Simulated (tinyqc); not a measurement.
Crystallisation kinetics and data retention of a phase-change cell: kissinger analysis.

Johnson-Mehl-Avrami-Kolmogorov law X = 1 - exp(-y^n), y = integral of k dt, k = (1/100 s) exp[-(Ec q/kB)(1/T - 1/T1)].

Tp is the temperature of the largest dX/dt on a ramp of rate b (b in K/min in the logarithm).

Parameters, values chosen for the exercise; values of the order of Ge-Sb-Te and related chalcogenides: activation energy of crystallisation Ec = 2.57 eV; temperature at which the rate k is 1/(100 s) T1 = 464 K; Avrami exponent n = 3.5.

Constants: q = 1.602176634e-19 C, kB = 1.380649e-23 J/K. Results are converted to the units shown.

Results:
```
b (K/min)  Tp (K)  q/kB Tp (1/eV)  ln(b/Tp^2)  X at the peak
0.5         449.5           25.81      -12.91         0.6291
1           454.1           25.55      -12.24         0.6290
2           458.8           25.29      -11.56         0.6290
10          470.1           24.68      -10.00         0.6289
20          475.2           24.42      -9.332         0.6289
50          482.0           24.08      -8.444         0.6289
100         487.3           23.81      -7.772         0.6288
```

Estimate the missing row, b = 5 K/min.

Computed row:
```
b (K/min)  Tp (K)  q/kB Tp (1/eV)  ln(b/Tp^2)  X at the peak
5           465.2           24.95      -10.68         0.6290
```

With this row back in the table: Tp rises from 450 to 487 K. The slope of ln(b/Tp^2) against q/kB Tp between the end rows is -2.569 eV, against Ec = 2.57 eV, and X at the peak stays near 1 - 1/e = 0.632 (0.629 to 0.629).

Range of the model: One Arrhenius rate is assumed; incubation, growth from the boundary and the non-Arrhenius kinetics of the supercooled liquid are left out.

Computed by the program tinyqc: `OMP_NUM_THREADS=1 python tinyqc.py 2490043 2490044 out.jsonl`, one thread of a shared Intel Xeon 2.30GHz, about 0.02 s for the whole run.
